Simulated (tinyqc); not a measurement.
Worked calculation: Weaire-Thorpe hybrids on a Bethe lattice: gap and dangling bond of an amorphous tetrahedral solid. Values are carried at full precision from step to step, so a last printed digit may differ when a step is redone from the rounded ones.

Four sp3 hybrids an atom at energy 0, coupled by -V1 on the atom and by -V2 along a bond; the bonds form a tree (no rings). For any network the gap runs at least from -V2 + V1 to V2 - 3 V1, and p-like states pile up at -V2 + V1 and V2 + V1. On the tree the gap is wider: it ends at Ec = -V1 + sqrt(V2^2 + 4 V1^2 - 2 sqrt3 V1 V2), which makes it well wider than the gaps of the real glasses. A branch seen from a hybrid has the self-energy S = V2^2 g, where g is the Green function of the hybrid across the bond, whose three partners carry S themselves. With a = z - V1, b = a - S: g = 1/(a + V1 b/(b + 3 V1)), z = E + i eta. A full atom has G = (1/b)(b + 3 V1)/(b + 4 V1) per hybrid; a dangling hybrid with shift dh has G = 1/(1/g - dh).

Parameters, chosen for this exercise (of the size of tabulated hybrid energies for tetrahedral carbon; the results hold for these values, not for the real material):
- V1 = 2.15 eV (coupling of two hybrids on one atom)
- V2 = 9.93 eV (coupling of the two hybrids of a bond)
- E = -6.21 eV (energy)
- eta = 0.05 eV (broadening)
- dh = 0.33 eV (shift of the dangling hybrid (rehybridisation))

## Edges

Bounds -V2 + V1 and V2 - 3 V1. On the tree the s-like bands are narrower: E = -V1 -/+ sqrt(V2^2 + 4 V1^2 + V1 V2 e) with e from -2 sqrt3 to 2 sqrt3 (for a crystal, -4 to 4), so the conduction edge is -V1 + sqrt(V2^2 + 4 V1^2 - 2 sqrt3 V1 V2).

edges (eV): Ev -7.7800, Ec(bound) 3.4800, Ec(tree) 4.4180

gaps (eV): (bound, reached in the crystal) 11.2600, (tree) 12.1980

The gap needs no periodicity, only V2 > 2 V1 (here V2/V1 = 4.619); leaving out rings widens it by 0.938 eV. Two parameters overstate the gap of carbon more than twofold (diamond has 5.5 eV).

## The self-energy at one energy

S = V2^2 g is a quadratic A S^2 + B S + C = 0 with A = a + V1, B = -(a (a + 4 V1) + V2^2), C = V2^2 (a + 3 V1), a = z - V1. Of the two roots take the one with Im S < 0 (if both qualify, the decaying one, with the smaller |V1 V2 g/(b + 3 V1)|).

A, B, C: -6.2100+0.0500i  -96.5960+0.4060i  -188.3354+4.9302i

roots (eV): -2.2854+0.0625i  -13.2691-0.1224i

S = -13.2691-0.1224i eV

## Densities at that energy

With z = E + i eta, b = z - V1 - S: full atom G = (b + 3 V1)/(b (b + 4 V1)); g = S/V2^2; dangling hybrid 1/(1/g - dh); densities -Im G/pi.

G (1/eV): (bulk) 0.1711-0.0056i, (dangling with dh = 0) -0.1346-0.0012i, (dangling with dh) -0.1288-0.0011i
densities (1/eV): (bulk) 0.0018, (dangling with dh = 0) 0.0004, (dangling with dh) 0.0004

## The dangling-bond level

For eta = 0 the level solves 1/g(E) = dh inside the gap (bisection); its weight on the dangling hybrid is 1/(d(1/g)/dE), by central differences with step 1e-5 eV.

level = 0.2829 eV
above Ev = 8.0629 eV
weight on the dangling hybrid = 0.855

The level lies at 66 % of the gap of the tree; 15 % of it spreads over the back bonds.

## Checks

- Conduction edge from the formula against the zero of the discriminant: both 4.41796.
- S from the quadratic against damped iteration of S = V2^2 g: both -13.26908.

tinyqc: `OMP_NUM_THREADS=1 python tinyqc.py 1482649 1482650 out.jsonl`; about 0.05 s, one thread, shared Intel(R) Xeon(R) Processor @ 2.30GHz.
